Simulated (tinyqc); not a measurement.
# Double-gate transistor, scale length and short-channel effects: effect of the body thickness

A body of thickness ts between two insulators of thickness ti and two tied gates. Below threshold the potential that source and drain add obeys Laplace's equation and vanishes on the gate. Its lowest mode decays along the channel as exp(-k y); k is the smallest positive root of the matching condition at the interface, and the scale length is Lambda = pi/k.

k is the smallest positive root of f(k) = ei cos(k ti) cos(k ts/2) - eps_r sin(k ti) sin(k ts/2). Along the channel psi(y) = s + a exp(y/l) + b exp(-y/l) with psi(0) = Vbi, psi(L) = Vbi + Vds and l = 1/k = Lambda/pi; with A = Vbi - s, B = A + Vds, x = exp(-L/l): a = (B - A x) x/(1 - x^2), b = (A - B x)/(1 - x^2). The minimum is s + 2 sqrt(a b), at y = (l/2) ln(b/a). The long-channel potential follows the gate as s = sT + (Vg - VTL)/m, and the threshold VT is the gate voltage at which the minimum equals sT. Swing = m Vt ln 10/g at threshold, g = d(minimum)/ds = 1 - (b x + a)/((1 + x) sqrt(a b)). DIBL = [VT(0.05 V) - VT(Vds)]/(Vds - 0.05 V). sT and Vbi are held fixed; m = 1.

Inputs (values chosen for the exercise); permittivities: semiconductor close to that of silicon, insulator close to that of aluminium oxide:
```
symbol,value,unit,meaning
T,293,K,temperature
eps_r,11.6,,relative permittivity of the semiconductor
ei,8.56,,relative permittivity of the insulator
ti,1.1,nm,insulator thickness
L,28,nm,channel length
Vbi,0.86,V,potential of the source
sT,0.48,V,potential of the barrier top at threshold
Vds,1,V,drain voltage
```

Constants: q = 1.602176634e-19 C, kB = 1.380649e-23 J/K, Vt = kB T/q. Results are converted to the units shown.

Result of one run:

| Lambda (nm) | L/Lambda | VT - VTL at Vds (mV) | DIBL (mV/V) | swing (mV/decade) |
|---|---|---|---|---|
| 10.599 | 2.6418 | -23.733 | 11.127 | 60.425 |

Which body thickness ts gave this result: 6.2, 7.7, 9.6 or 15 nm?

ts = 7.7 nm.

The whole series:

| ts (nm) | Lambda (nm) | L/Lambda | VT - VTL at Vds (mV) | DIBL (mV/V) | swing (mV/decade) |
|---|---|---|---|---|---|
| 4 | 6.7990 | 4.1183 | -2.2546 | 1.0493 | 58.357 |
| 4.9 | 7.7355 | 3.6197 | -4.9562 | 2.3090 | 58.620 |
| 6.2 | 9.0717 | 3.0865 | -11.576 | 5.4057 | 59.260 |
| 7.7 | 10.599 | 2.6418 | -23.733 | 11.127 | 60.425 |
| 9.6 | 12.521 | 2.2362 | -46.437 | 21.919 | 62.569 |
| 12 | 14.938 | 1.8744 | -86.688 | 41.325 | 66.286 |
| 15 | 17.951 | 1.5598 | -154.40 | 74.545 | 72.363 |

As ts goes from 4 to 15 nm, Lambda rises from 6.80 to 18.0 nm, DIBL rises from 1.05 to 74.5 mV/V and the swing rises from 58.4 to 72.4 mV a decade. On average Lambda goes as ts^(0.73).

Numbers from tinyqc (`OMP_NUM_THREADS=1 python tinyqc.py 2420152 2420153 out.jsonl`; about 0.01 s on one thread of a shared Intel Xeon 2.30GHz).
